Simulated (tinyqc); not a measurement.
Worked calculation: CID on RHF in the sto-3g basis, for H2, spin multiplicity 1. One step of it, computed by the program tinyqc.

Task: Iteration 3 (converged): orbitals. Diagonalise F' = X^T F X, C = X C', fill 1 alpha and 1 beta electrons from the bottom; D = 2 C_occ C_occ^T. Each column has its largest component positive (the first on a tie).

converged F (hartree):
```
           1H 1s      2H 1s
1H 1s  -0.418117  -0.636377
2H 1s  -0.636377  -0.418117
```

X:
```
           1H 1s      2H 1s
1H 1s   1.318286  -0.554668
2H 1s  -0.554668   1.318286
```

Give: F' = X^T F X; orbital energies; coefficients C; D after iteration 3.

Result:

F' = X^T F X (hartree):
```
        1       2
1   0.075  -0.690
2  -0.690   0.075
```

orbital energies (hartree): MO1 -0.615, MO2 0.766

coefficients C:
```
         MO1     MO2
1H 1s  0.540   1.324
2H 1s  0.540  -1.324
```

D after iteration 3:
```
       1H 1s  2H 1s
1H 1s  0.583  0.583
2H 1s  0.583  0.583
```
